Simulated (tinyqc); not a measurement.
Worked calculation: one-electron ion in a basis of Gaussians. One step of it, computed by the program tinyqc.

Task: Matrices over normalised Gaussians. With p = a_i + a_j and I(k) = Gamma((k+1)/2) / (2 p^((k+1)/2)): S = I(2l+2), T = (2l+3) a_i a_j S / p, V = -Z I(2l+1), each divided by sqrt(S_ii S_jj).

exponents of r^l exp(-a r^2) (1/bohr^2): 0.779200  3.815000  18.680000  91.470000  447.900000  2193.000000  10740.000000

Z = 4

l = 0

Give: S; T; V.

Result:

S, lower triangle:
```
        1       2       3       4       5       6       7
1  1.0000
2  0.6503  1.0000
3  0.2455  0.6502  1.0000
4  0.0783  0.2455  0.6502  1.0000
5  0.0240  0.0783  0.2455  0.6502  1.0000
6  0.0073  0.0240  0.0783  0.2455  0.6503  1.0000
7  0.0022  0.0073  0.0240  0.0783  0.2455  0.6502  1.0000
```

T (hartree), lower triangle:
```
        1       2        3         4         5          6           7
1  1.1688
2  1.2622  5.7225
3  0.5510  6.1798  28.0200
4  0.1815  2.6975  30.2588  137.2050
5  0.0561  0.8886  13.2077  148.1678  671.8500
6  0.0171  0.2745   4.3510   64.6782  725.5558  3289.5000
7  0.0052  0.0837   1.3441   21.3031  316.6789  3552.1652  16110.0000
```

V (hartree), lower triangle:
```
         1         2         3         4          5          6          7
1  -5.6345
2  -6.2908  -12.4674
3  -4.8888  -13.9196  -27.5879
4  -3.3946  -10.8172  -30.8012  -61.0477
5  -2.2975   -7.5111  -23.9360  -68.1582  -135.0892
6  -1.5466   -5.0835  -16.6207  -52.9679  -150.8248  -298.9161
7  -1.0400   -3.4220  -11.2483  -36.7777  -117.2062  -333.7282  -661.5036
```
